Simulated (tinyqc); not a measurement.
Comparisons within one model: special k points of the bcc lattice. A value that a table varies takes the place of the one given here.

Lattice vectors in units of a: a1 = (-1/2, 1/2, 1/2), a2 = (1/2, -1/2, 1/2), a3 = (1/2, 1/2, -1/2); reciprocal vectors b_i with a_i . b_j = 2 pi delta_ij. Mesh: k = sum_i f_i b_i with f_i = (2 j_i + shift)/(2 N), j_i = 0 .. N-1. The point group of the lattice has 48 operations; only those that map the mesh onto itself are used.

A_m(k) = sum over the m-th star of lattice vectors R of cos(k . R), stars in order of length: m = 1: |R|^2 = 0.75, 8 vectors, such as (1, 1, 1) in the basis a_i; m = 2: |R|^2 = 1, 6 vectors, such as (1, 1, 0) in the basis a_i; m = 3: |R|^2 = 2, 12 vectors, such as (2, 1, 1) in the basis a_i; m = 4: |R|^2 = 2.75, 24 vectors, such as (2, 2, 1) in the basis a_i; m = 5: |R|^2 = 3, 8 vectors, such as (2, 2, 2) in the basis a_i; m = 6: |R|^2 = 4, 6 vectors, such as (2, 2, 0) in the basis a_i. The zone mean of every A_m is zero.

Test function, the lower band of a two-band insulator: E(k) = -sqrt(D^2 + (e0 - t A_1(k))^2).

Inputs chosen for the exercise: D = 2 eV (half gap term); t = 0.51 eV (coupling); e0 = 1.69 eV (offset); N = 4 (points along each reciprocal vector); shift = 0 (half steps).

## Mesh size and shift

Errors of the mean of E against the unshifted mesh with N = 24. The fifth column is |R|^2 of the shortest star with a non-zero mean.

Meshes:
```
mesh       points  irreducible  operations  |R|^2 missed  error (meV)
1 Gamma         1            1          48          0.75     -243.222
1 shifted       1            1          48          0.75    -3233.589
2 Gamma         8            3          48          3.00     -243.512
2 shifted       8            2          48          3.00      254.786
3 Gamma        27            4          48          6.75       -1.139
3 shifted      27            4          48          6.75       10.847
4 Gamma        64            8          48         12.00        0.138
4 shifted      64            6          48         12.00       -2.648
5 Gamma       125           10          48         18.75       -0.035
5 shifted     125           10          48         18.75        0.387
6 Gamma       216           16          48           >24       -0.004
6 shifted     216           14          48           >24        0.014
```

reference mean = -2.87320 eV

What does this show, and why?

The shifted mesh has the smaller error for 0 of 6 values of N and the larger for 6. The cheapest mesh within 1 meV is 4 Gamma, with 8 irreducible points. A mesh misses the lattice vectors N (n1 a1 + n2 a2 + ...); the half shift gives each the sign (-1)^(n1 + n2 + ...), so the 8 shortest ones add up to -8 in place of 8: their term only changes sign. The shift keeps the full symmetry; it leaves fewer irreducible points for N = 2, 4 and 6.

## Gap and mesh density

D takes the values listed; errors against the unshifted mesh with N = 30, for unshifted meshes.

Errors (meV):
```
D (eV)  reference (eV)     N = 2   N = 4   N = 6   N = 8
0.2            -1.9158  -382.019   1.716  10.012  -1.773
0.4            -1.9636  -364.855   1.111   5.954  -0.564
0.8            -2.1191  -326.404  -0.464   1.690  -0.001
1.5            -2.5213  -271.373  -0.217   0.111   0.012
2.5            -3.2595  -222.047   0.275  -0.013   0.000
4.0            -4.5394  -177.463   0.234  -0.002   0.000
```

What does this show, and why?

The first listed N from which the error stays below 0.5 meV is none for D = 0.2, none for D = 0.4, 8 for D = 0.8, 4 for D = 1.5, 4 for D = 2.5, 4 for D = 4 eV. A larger D makes the function smoother, so its Fourier coefficients fall faster with |R|; single entries change sign along a column, so a small error on one coarse mesh can be a cancellation.

## One point for the whole zone

The mean-value (Baldereschi) point is taken at k = (2 pi/a) (0.1667, 0.1667, 0.5), that is f = (0.25, 0.25, -0.0833); the reference is the mesh with N = 24.

Single points:
```
point                    A_1     A_2     A_3     A_4   E (eV)
Gamma                  8.000   6.000  12.000  24.000  -3.1164
mean-value point       0.000   0.000  -3.000   0.000  -2.6184
zone-face centre b1/2  0.000  -2.000  -4.000   0.000  -2.6184
```

reference mean = -2.8732 eV

How do the results move?

The mean-value point makes A_1, A_2 and A_4 vanish. Its error is +255 meV, against -243 meV at Gamma and +255 meV at b1/2. E is not linear in A_1; its powers hold sums of nearest vectors and a non-zero mean, so this point is not exact. A_1 has the same value at b1/2, and E depends on A_1 alone, so this test cannot tell the two points apart. Gamma comes closer here only by chance, since none of its A_m vanish.

## What moves the zone average

Mean of E over the mesh, and its error against the unshifted mesh with N = 24. Each row changes one parameter from the base and keeps the others.

Results:
```
case          mean (eV)  error (meV)  irreducible points
base            -2.8731         0.14                   8
N = 5           -2.8732        -0.03                  10
shift = 1       -2.8758        -2.65                   6
D = 1.4 eV      -2.4567        -0.31                   8
t = 0.663 eV    -3.0453        -2.89                   8
```

What can be read from the table?

The largest shifts from the base row, up to three for each result and ties (the steps differ in size, so this ranks the rows, not the parameters). mean (eV): D +0.4164, t -0.1723, shift -0.0028. error (meV): t -3.03, shift -2.79, D -0.45. irreducible points: N +2, shift -2; unchanged at the printed digits by D and t.

Program tinyqc; command `OMP_NUM_THREADS=1 python tinyqc.py 1680083 1680084 out.jsonl`; about 0.1 s on one thread of a shared Intel(R) Xeon(R) Processor @ 2.30GHz.
